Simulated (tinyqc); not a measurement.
## Series resistance and length offset from two lengths at two overdrives

Inverse problem. In strong inversion R W = Rsd + k(x)(L - dL), k(x) = (1 + th1 x)/(mu0 Cox x), x the overdrive, Cox = eps0 eox/tox, with Rsd and dL independent of x. Find dL, Rsd, mu0 and th1.

Parameters, values chosen for the exercise: relative permittivity of the gate insulator (close to hafnium oxide) eox = 21.5; insulator thickness tox = 3 nm.

Constants: eps0 = 8.8541878128e-14 F/cm where lengths are in cm. Results are converted to the units shown.

total resistance times width (ohm um):

|  | L = 0.11 um | L = 1.3 um |
|---|---|---|
| overdrive 0.46 V | 472.127347 | 2876.23728 |
| overdrive 1.23 V | 359.531817 | 1487.55907 |

Solution. At each overdrive R W is a straight line in L; the two lines cross at L = dL, R W = Rsd. Their slopes give k x = (1 + th1 x)/(mu0 Cox), a straight line in x.

dL = 0.00500 um
Rsd = 260 ohm um
mu0 = 200 cm^2/(V s)
th1 = 0.390 1/V

Computed by the program tinyqc: `OMP_NUM_THREADS=1 python tinyqc.py 2210168 2210169 out.jsonl`, one thread of a shared Intel Xeon 2.30GHz, about 0.01 s for the whole run.
